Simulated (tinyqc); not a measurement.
Changing the anneal time t: interdiffusion of a quantum well during annealing: blurred potential and shift of the confined levels. Computed by tinyqc, a small Python program. Command: `OMP_NUM_THREADS=1 python tinyqc.py 3026423 3026424 out.jsonl qwi sweep`. One thread of a shared host (Intel(R) Xeon(R) Processor @ 2.30GHz), about 0.08 s of CPU time with the checks.

A square well of width w is blurred by Fick diffusion with a constant coefficient; band offsets are linear in composition, masses are uniform, and strain and excitons are ignored.

Inputs (values chosen for the exercise, modelled on InGaAs in GaAs):
```
quantity                value    unit
well width w              4.8      nm
electron mass m_e      0.0591     m_0
hole mass m_h           0.375     m_0
conduction offset V_c    0.12      eV
valence offset V_v      0.053      eV
prefactor D0              1.8  cm^2/s
activation energy E      3.48      eV
anneal temperature T      850       C
```

Constants: k_B = 8.617333262e-05 eV/K; hbar^2/(2 m_0) = 3.80998212 eV angstrom^2.

Method:
- D = D0 exp(-E/(k_B T)); L = sqrt(D t); share of well material at the centre erf(w/(4L)); 1 nm = 1e-7 cm.
- Temperatures in kelvin are T(C) + 273.15.
- With L = sqrt(D t) and the share at the centre erf(w/(4L)). After the anneal: V(z) = V {1 - (1/2)[erf((w/2 - z)/(2L)) + erf((w/2 + z)/(2L))]}, energies counted from the original well bottom. Finite differences on 3000 points over |z| < w/2 + 6L + 25 nm; shifts are taken against the same grid with cell-averaged square steps.
- Rise of the bottom = V (1 - share at the centre). Overlap = |<electron|hole>|^2.

One run for each value; columns: (1) anneal time t (s); (2) blue shift of the transition (meV); (3) diffusion length L (nm); (4) rise of the gap at the centre (meV); (5) overlap:
```
(1)     (2)     (3)         (4)     (5)
2.1   1.865  0.3027  3.5846e-06  0.9243
4.8   4.021  0.4577  3.6145e-02  0.9237
11    8.389  0.6928  2.4755e+00  0.9236
26   16.641  1.0652  1.9223e+01  0.9258
62   28.881  1.6449  5.2281e+01  0.9317
150  42.929  2.5585  8.7735e+01  0.9393
340  55.002  3.8519  1.1410e+02  0.9457
790  65.300  5.8716  1.3365e+02  0.9511
```

Describe the trends.

Over the rows, blue shift of the transition (meV) rises from 1.86 to 65.3 (exponent d ln y / d ln x 0.93 between the first rows and 0.20 between the last); diffusion length L (nm) rises from 0.303 to 5.87 (exponent d ln y / d ln x about 0.50 throughout); rise of the gap at the centre (meV) rises from 3.58e-6 to 134 (exponent d ln y / d ln x 11 between the first rows and 0.19 between the last).  Left out: 1900 (no blur, or the well has dissolved).
